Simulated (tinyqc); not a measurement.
Lifetime against injection: carrier lifetime from Shockley-Read-Hall, radiative, Auger and surface recombination. Computed by tinyqc, a small Python program. Command: `OMP_NUM_THREADS=1 python tinyqc.py 3019866 3019867 out.jsonl lifetime walk`. One thread of a shared host (Intel(R) Xeon(R) Processor @ 2.30GHz), about 0.02 s of CPU time with the checks.

Energies are counted from the top of the valence band. Boltzmann statistics, full ionisation, and equal excess densities of electrons and holes.

Inputs (values chosen for the exercise, with bands modelled on ZnSe):
```
quantity                          value    unit
gap E_g                            2.76      eV
electron mass m_e                 0.146     m_0
valleys M_c                           1       -
hole mass m_h                     0.755     m_0
temperature T                       250       K
doping N                        4.6e+17   cm^-3
trap level E_t                     2.53      eV
trap density N_t                7.2e+14   cm^-3
electron cross-section sigma_n  1.2e-16    cm^2
hole cross-section sigma_p      1.4e-14    cm^2
radiative coefficient B         6.5e-11  cm^3/s
Auger coefficient C_n           1.5e-31  cm^6/s
Auger coefficient C_p           9.1e-32  cm^6/s
```

Doping: n-type. Surface term: none.

Constants: m_0 = 9.1093837015e-31 kg; k_B = 1.380649e-23 J/K; h = 6.62607015e-34 J s; k_B = 8.617333262e-05 eV/K.

Method:
- N_c = 2 M_c (2 pi m_e k_B T/h^2)^(3/2) and N_v = 2 (2 pi m_h k_B T/h^2)^(3/2), masses in units of m_0.
- n_i = sqrt(N_c N_v) exp(-E_g/2 k_B T); majority density N/2 + sqrt(N^2/4 + n_i^2), minority density n_i^2 over it.
- v = sqrt(3 k_B T/m) with m_e or m_h; tau_n0 = 1/(sigma_n v_n N_t), tau_p0 = 1/(sigma_p v_p N_t); n1 = N_c exp(-(E_g - E_t)/k_B T), p1 = N_v exp(-E_t/k_B T).
- With n = n_0 + dn, p = p_0 + dn and U/dn = 1/tau: (n p - n_i^2)/dn = n_0 + p_0 + dn = s; 1/tau_SRH = s/[tau_p0 (n + n1) + tau_n0 (p + p1)]; 1/tau_rad = B s; 1/tau_Aug = (C_n n + C_p p) s; the rates add.
- Rows stop below half the smaller effective density of states.

N_c = 1.06495e+18 cm^-3

N_v = 1.25234e+19 cm^-3

n_0 = 4.60e+17 cm^-3

p_0 = 6.65489e-37 cm^-3

tau_p0 = 8.08510e-09 s

n1 = 2.45886e+13 cm^-3

tau_n0 = 4.14796e-07 s

p1 = 1.24499e-32 cm^-3

Lifetimes (s):
```
dn (cm^-3)         SRH   radiative       Auger   effective  radiative efficiency  fastest channel
1.00e+10    8.0855e-09  3.3445e-08  3.1506e-05  6.5100e-09               0.19465              SRH
1.00e+11    8.0856e-09  3.3445e-08  3.1506e-05  6.5101e-09               0.19465              SRH
1.00e+12    8.0864e-09  3.3445e-08  3.1506e-05  6.5106e-09               0.19467              SRH
1.00e+13    8.0945e-09  3.3444e-08  3.1504e-05  6.5158e-09               0.19483              SRH
1.00e+14    8.1757e-09  3.3438e-08  3.1488e-05  6.5680e-09               0.19643              SRH
1.00e+15    8.9853e-09  3.3372e-08  3.1328e-05  7.0777e-09               0.21208              SRH
1.00e+16    1.6911e-08  3.2733e-08  2.9795e-05  1.1146e-08               0.34052              SRH
1.00e+17    8.2156e-08  2.7473e-08  1.9181e-05  2.0566e-08               0.74860        radiative
```

tau_SRH goes from 8.09e-9 s at low injection (the minority capture time, 8.09e-9 s) to 8.22e-8 s in the last row; at high injection it tends to tau_n0 + tau_p0 = 4.23e-7 s. Ruling channel by row: SRH from 1e10, radiative from 1e17 cm^-3. Caution: the doping is near the effective density of states, where Boltzmann statistics fail and the gap narrows.
